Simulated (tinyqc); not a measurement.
# Resistance of a circular point contact between the ballistic and the diffusive limit, step by step

tinyqc, about 0.01 s, one thread, Intel Xeon 2.30GHz (shared host): `OMP_NUM_THREADS=1 python tinyqc.py 2760003 2760004 out.jsonl` Printed values are rounded.

Two half-spaces of a free-electron metal (one valley, spin 2) meet through a circular opening of radius a in an insulating sheet.

Values chosen for this exercise: free-electron density n = 7.8e20 cm^-3; mean free path l = 16 nm; radius of the opening a = 1.1 nm.

Constants: q = 1.602176634e-19 C, hbar = 1.054571817e-34 J s. Results are converted to the units shown.

Range of the model: With kF a below about 10 the smooth Sharvin count is off by about 2/(kF a).

## Fermi wave number and resistivity

kF = (3 pi^2 n)^(1/3), resistivity rho = hbar kF/(n q^2 l). Maxwell: RM = rho/(2 a); Sharvin: RS = 4 rho l/(3 pi a^2); interpolation R = RS + gamma RM, gamma = (1 + 0.83 K)/(1 + 1.33 K), K = l/a.

kF = 2.847772 1/nm
rho = 93.74454 uohm cm
modes (kF a)^2/4 = 2.453216

## Resistances

As before.

RM = 426.1116 ohm
RS = 5261.014 ohm
gamma = 0.6425380
R = 5534.807 ohm

The Sharvin term makes up 95.1 % of R; it equals (h/2q^2) over the number of modes.
